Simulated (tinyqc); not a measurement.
Global model of a low-pressure process discharge: electron temperature, density, ion flux and ion energy. From one set of inputs to another, one input at a time. Computed by tinyqc, a small Python program. Command: `OMP_NUM_THREADS=1 python tinyqc.py 3112215 3112216 out.jsonl plasma ladder`. One thread of a shared host (Intel(R) Xeon(R) Processor @ 2.30GHz), about 0.01 s of CPU time with the checks.

Maxwellian electrons with temperature T_e in eV, one positive ion, no negative ions, uniform bulk density n; rate constants have the Arrhenius form.

The inputs printed are set A. Inputs not listed in the table keep their values of set A, so the rows need not describe a real material.

Inputs (values chosen for the exercise, of the order of those of an inductive discharge in a simple atomic gas): ion mass M = 35.5 u; ionisation prefactor K0 = 7.4e-14 m^3/s; ionisation energy E_iz = 17.3 eV; excitation prefactor X0 = 7.2e-15 m^3/s; excitation energy E_ex = 9.44 eV; elastic rate constant K_el = 6.1e-14 m^3/s; ion-neutral cross section = 1.1e-18 m^2; pressure p = 4.5 Pa; gas temperature T_g = 500 K; radius R = 16 cm; height L = 10 cm; absorbed power P = 290 W; bias power P_b = 13 W; radius of the biased electrode = 10 cm; bias frequency = 13.56 MHz.

Constants: k_B = 1.380649e-23 J/K; e = 1.602176634e-19 C; u = 1.6605390666e-27 kg; m_0 = 9.1093837015e-31 kg; eps_0 = 8.8541878128e-12 F/m.

Method:
- n_g = p/(k_B T_g); lambda_i = 1/(n_g sigma); h_L = 0.86/sqrt(3 + L/(2 lambda_i)), h_R = 0.8/sqrt(4 + R/lambda_i); A_eff = 2 pi R^2 h_L + 2 pi R L h_R; d_eff = pi R^2 L/A_eff.
- Particle balance: K0 exp(-E_iz/T_e) n_g d_eff = u_B, u_B = sqrt(e T_e/M).
- Root found by bracketing.
- E_c = E_iz + (X0 exp(-E_ex/T_e) E_ex + K_el (3 m_0/M) T_e)/K_iz; wall potential V_s = (T_e/2) ln(M/(2 pi m_0)); E_T = E_c + 2 T_e + T_e/2 + V_s; n = P/(e u_B A_eff E_T); ion current density J = e h_L n u_B; ionised share n/n_g.
- All bias power goes to ions: V_b = P_b/(J pi r^2). Debye length at the sheath edge lambda_D = sqrt(eps_0 T_e/(e h_L n)); Child-law sheath s = (sqrt2/3) lambda_D (2 V/T_e)^(3/4), V = V_b + V_s; ion transit time tau_i = 3 s sqrt(M/(2 e V)); collisions in the sheath s/lambda_i.

Each row keeps all changes above it:
```
input moved                         from       to  plasma density n (1/cm^3)  ion current density J (mA/cm^2)  sheath width s (mm)
set A                                  -        -                  3.344e+11                            1.725                0.319
height L (cm)                         10      6.8                  3.420e+11                            2.162                0.257
ionisation energy E_iz (eV)         17.3     16.2                  4.236e+11                            2.586                0.211
pressure p (Pa)                      4.5     0.29                  1.402e+11                            2.936                0.238
radius R (cm)                         16       21                  8.798e+10                            1.827                0.358
bias power P_b (W)                    13       34                  8.798e+10                            1.827                0.582
ionisation prefactor K0 (m^3/s)  7.4e-14  6.3e-14                  8.316e+10                            1.765                0.608
absorbed power P (W)                 290      150                  4.301e+10                            0.913                1.269
```

Which inputs carry the difference?

Plasma density n goes from 3.34e11 to 4.30e10, a factor 0.129 in all. The largest single move comes from pressure p (a factor 0.331), and ionisation energy E_iz works against it (a factor 1.24). ion current density J goes from 1.73 to 0.913, a factor 0.529 in all. The largest single move comes from absorbed power P (a factor 0.517), and height L works against it (a factor 1.25). Sheath width s goes from 0.319 to 1.27, a factor 3.98 in all. The largest single move comes from absorbed power P (a factor 2.09), and height L works against it (a factor 0.805). The single moves hold for this order of the switches; the total does not depend on the order.

Caution (rows set A): at so short an ion path the formulas for h_L and h_R give way to the ambipolar-diffusion limit.

Extremes, crossings and ranges named in words are read from the listed rows.
